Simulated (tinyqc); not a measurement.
Inside a calculation. Model: capacitance of parallel on-chip lines from Laplace's equation on a mesh.

Numbers from tinyqc (`OMP_NUM_THREADS=1 python tinyqc.py 2790136 2790137 out.jsonl`; about 1 s on one thread of a shared Intel Xeon 2.30GHz). Printed values are rounded.

Cross-section of an endless row of equal lines between two grounded planes; neighbours are driven in antiphase (+1 V and -1 V), so the plane midway between two lines is at 0 V. By symmetry one quarter is solved: x runs from the centre of a line (column 0, mirror) to that midplane (column 5, 0 V), y from the mid-height of the line (row 0, mirror) to the ground plane (row 4, 0 V). The line fills columns 0 to 2 and rows 0 to 1 at 1 V. Cells beside the line (below row 1) have e2, cells above have e1. Each link between nodes has the conductance g = mean permittivity of the two cells beside it (a cell beyond a mirror counts as 0), and the free nodes obey sum g (V_neighbour - V) = 0.

Values chosen for this exercise:
```
symbol  value  unit                                          meaning
e1        4.2        relative permittivity above and below the lines
e2        2.4                relative permittivity between the lines
om        1.4                                 over-relaxation factor
```

Constants: eps0 = 8.8541878128e-12 F/m. Results are converted to the units shown.

## Link conductances

gx[j, i] joins node (row j, column i) to column i + 1, gy[j, i] to row j + 1.

gx:
```
       col 0  col 1  col 2  col 3  col 4
row 0    1.2    1.2    1.2    1.2    1.2
row 1    3.3    3.3    3.3    3.3    3.3
row 2    4.2    4.2    4.2    4.2    4.2
row 3    4.2    4.2    4.2    4.2    4.2
row 4    2.1    2.1    2.1    2.1    2.1
```

gy:
```
       col 0  col 1  col 2  col 3  col 4  col 5
row 0    1.2    2.4    2.4    2.4    2.4    1.2
row 1    2.1    4.2    4.2    4.2    4.2    2.1
row 2    2.1    4.2    4.2    4.2    4.2    2.1
row 3    2.1    4.2    4.2    4.2    4.2    2.1
```

## Iteration 1: relaxation sweep

V at the start (V):
```
       col 0  col 1  col 2  col 3  col 4  col 5
row 0      1      1      1      0      0      0
row 1      1      1      1      0      0      0
row 2      0      0      0      0      0      0
row 3      0      0      0      0      0      0
row 4      0      0      0      0      0      0
```

One sweep visits the free nodes row by row from row 0, left to right, and replaces V by V + om (weighted mean of the neighbours - V), using new values at once.

V after sweep 1 (V):
```
         col 0    col 1    col 2    col 3    col 4    col 5
row 0  1.00000  1.00000  1.00000  0.35000  0.12250  0.00000
row 1  1.00000  1.00000  1.00000  0.43909  0.18486  0.00000
row 2  0.35000  0.47250  0.51538  0.33406  0.18162  0.00000
row 3  0.12250  0.20825  0.25327  0.20557  0.13552  0.00000
row 4  0.00000  0.00000  0.00000  0.00000  0.00000  0.00000
```

## Iteration 2: relaxation sweep

As before.

V after sweep 2 (V):
```
         col 0    col 1    col 2    col 3    col 4    col 5
row 0  1.00000  1.00000  1.00000  0.56024  0.27649  0.00000
row 1  1.00000  1.00000  1.00000  0.53048  0.26301  0.00000
row 2  0.58362  0.61854  0.56590  0.38563  0.20180  0.00000
row 3  0.30104  0.32720  0.28323  0.19930  0.08618  0.00000
row 4  0.00000  0.00000  0.00000  0.00000  0.00000  0.00000
```

## Course of the relaxation

Stop when no node changes by 1e-7 V. C = 4 eps0 sum g (difference of V along the link)^2, in aF/um.

Course of the iteration:
```
sweep  C (aF/um)  largest change (V)
1        253.819               0.515
2        223.612               0.234
3        221.876              0.0713
4        221.377              0.0271
5        221.198              0.0158
6        221.183             9.50e-3
7        221.179             5.22e-3
8        221.178             1.20e-3
9        221.178             3.49e-4
10       221.178             1.84e-4
11       221.178             6.67e-5
12       221.178             3.58e-5
13       221.178             1.37e-5
14       221.178             1.20e-5
15       221.178             1.66e-6
16       221.178             6.91e-7
17       221.178             5.98e-7
18       221.178             8.47e-8
```

Converged in 18 sweeps. Over the last four sweeps the change shrinks by about 0.29 a sweep. C comes down from above, since the solution minimises the energy.

## Capacitance per length

converged V (V):
```
         col 0    col 1    col 2    col 3    col 4    col 5
row 0  1.00000  1.00000  1.00000  0.57921  0.26150  0.00000
row 1  1.00000  1.00000  1.00000  0.52767  0.23340  0.00000
row 2  0.63941  0.62442  0.56031  0.35832  0.16951  0.00000
row 3  0.30882  0.29794  0.25851  0.17579  0.08633  0.00000
row 4  0.00000  0.00000  0.00000  0.00000  0.00000  0.00000
```

C = 4 eps0 sum g (difference of V)^2 over all links (twice the energy of the four quarters, line at 1 V). Plate estimate without fringing: eps0 [2 e1 w/hd + 2 e2 t/(s/2)], w = 4 hx, t = 2 hx, s/2 = 3 hx, hd = 3 hx.

C = 221.178 aF/um
plate estimate = 127.500 aF/um

C depends on the shape only, not on the mesh step hx. Meshes 6, 12 and 24 times finer extrapolate (Aitken) to 206.2 aF/um; this mesh is 7.2 % above that, and the plate estimate is 38 % below it.
